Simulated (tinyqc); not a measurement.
# Hexagonal on-chip spiral inductor, lumped pi model, step by step

Program tinyqc, `OMP_NUM_THREADS=1 python tinyqc.py 2302031 2302032 out.jsonl`; Intel Xeon 2.30GHz, shared host, one thread, about 0.01 s. Printed values are rounded.

Outer diameter do = di + 2 n wd + 2 (n - 1) sp, mean da = (do + di)/2, fill p = (do - di)/(do + di), length l = 3.464 n da. L = 2.33 mu0 n^2 da/(1 + 3.82 p), mu0 = 4 pi 1e-7 H/m. Rs = rho l/(wd delta (1 - exp(-th/delta))), delta = sqrt(rho/(pi f mu0)). Cs = n wd^2 eps0 eo/hu across the coil. At each end Cox = l wd eps0 eo/(2 ho) leads to the substrate branch Rsi = 2 rs he/(l wd) in parallel with Csi = l wd eps0 11.7/(2 he). With one end grounded Y = 1/(Rs + i w L) + i w Cs + 1/[1/(i w Cox) + 1/(1/Rsi + i w Csi)], w = 2 pi f; Q = -Im Y/Re Y. Eddy currents in neighbouring turns and in the substrate are left out.

Inputs (values chosen for the exercise); values of the order met in silicon radio-frequency processes: number of turns n = 4.5; line width wd = 6 um; space between turns sp = 3 um; inner diameter di = 140 um; metal thickness th = 3.4 um; metal resistivity rho = 3 uohm cm; oxide below the coil ho = 9.1 um; oxide between coil and underpass hu = 1.1 um; relative permittivity of the oxide eo = 3; substrate resistivity rs = 10 ohm cm; effective spreading depth in the substrate he = 80 um; frequency f = 1.5 GHz.

Constants: eps0 = 8.8541878128e-12 F/m. Results are converted to the units shown.

## Geometry and model elements

do, l, L, delta, Rs, Cs, Cox, Rsi and Csi as defined.

do = 215 um
l = 2766.87 um
L = 5.82399 nH
delta = 2.25079 um
Rs = 7.88796 ohm
Cs = 3.91194 fF
Cox = 24.2292 fF
Rsi = 963.785 ohm
Csi = 10.7487 fF

Rs is 1.94 times the direct-current value in this empirical form, which overstates the skin effect of a flat slab when delta is near th and so stands in for some current crowding.

## Admittance, quality factor and apparent inductance

Series branch 1/(Rs + i w L), substrate branch, total Y, Q = -Im Y/Re Y, apparent inductance Im(1/Y)/w, metal-only value w L/Rs, share of the loss in the substrate Re(substrate branch)/Re Y.

series branch = 2.5651-17.8497i mS
substrate branch = 0.045649+0.213851i mS
Y = 2.6107-17.5990i mS
Q = 6.74098
apparent inductance = 5.89913 nH
w L/Rs = 6.95869
share of the loss in the substrate = 1.74852 %

Q is 96.9 % of the metal-only value.
